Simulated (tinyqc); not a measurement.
# Gap and screening length from two transmissions

Question. At the source junction of a tunnel FET, T(w) = exp(-S), S = 2 pi lam sqrt(m/(C Eg)) [w + Eg/2 - sqrt(w (w + Eg))], C = hbar^2/(2 m0). Find Eg (between 0.1 and 3 eV) and lam.

Values chosen for this exercise:
```
symbol  value  unit                               meaning
m         0.1    m0  band-edge mass of the two-band model
```

Constants: q = 1.602176634e-19 C, hbar = 1.054571817e-34 J s, m0 = 9.1093837015e-31 kg, hbar^2/(2 m0) = 0.0380998212 eV nm^2. Results are converted to the units shown.

T(w) at w = 0.07 and 0.45 eV: 3.2315745e-6  0.0018209938

Answer. The ratio of the two exponents depends on Eg alone and falls steadily with it, which fixes Eg; either exponent then gives lam.

ratio of the two S = 2.00
Eg = 1.14 eV
lam = 3.80 nm

Computed by the program tinyqc: `OMP_NUM_THREADS=1 python tinyqc.py 2620168 2620169 out.jsonl`, one thread of a shared Intel Xeon 2.30GHz, about 0.01 s for the whole run.
